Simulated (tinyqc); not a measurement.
Mobility and threshold from two currents.

Problem. In the linear region I = mu Cox (W/L) [(Vgs - VT) Vds - m Vds^2/2], Cox = eps0 eox/tox. Find mu and VT.

Parameters, values chosen for the exercise:
```
symbol,value,unit,meaning
eox,8.96,,relative permittivity of the gate insulator
tox,3.7,nm,insulator thickness
W,2,um,gate width
L,1,um,gate length
```

Constants: eps0 = 8.8541878128e-14 F/cm where lengths are in cm. Results are converted to the units shown.

I at Vgs = 0.81 and 1.31 V, Vds = 0.05 V (uA): [45.627292, 106.73555]
m = 1.0211426

Answer. The slope dI/dVgs is mu Cox (W/L) Vds; the line meets zero current at VT + m Vds/2.

mu = 570.0 cm^2/(V s)
VT = 0.4111 V

Computed by the program tinyqc: `OMP_NUM_THREADS=1 python tinyqc.py 2360119 2360120 out.jsonl`, one thread of a shared Intel Xeon 2.30GHz, about 0.07 s for the whole run.
